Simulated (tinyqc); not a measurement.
## Insulator thickness and V0 from two charges

Question. In an undoped wire Vg - V0 = Q/Cox + Vt ln(Q/Q0) + Vt ln(1 + Q/Q0) at the source, with Q0 = 4 eps0 eps_r Vt/R and Cox = eps0 eox/(R ln(1 + tox/R)). Find Cox, tox and V0.

Parameters, values chosen for the exercise; material values those of a made-up semiconductor: temperature T = 273 K; relative permittivity of the semiconductor eps_r = 10.1; relative permittivity of the gate insulator eox = 8.95; wire radius R = 20 nm.

Constants: q = 1.602176634e-19 C, kB = 1.380649e-23 J/K, Vt = kB T/q, eps0 = 8.8541878128e-14 F/cm where lengths are in cm. Results are converted to the units shown.

Qs at Vg = 0.66 and 1.06 V (nC/cm^2): [321.34901, 889.39391]

Solution. The two equations are linear in 1/Cox and V0; tox follows by inverting the logarithm.

Cox = 1.61 uF/cm^2
tox = 5.60 nm
V0 = 0.361 V

Program tinyqc, `OMP_NUM_THREADS=1 python tinyqc.py 2460080 2460081 out.jsonl`; Intel Xeon 2.30GHz, shared host, one thread, about 0.02 s.
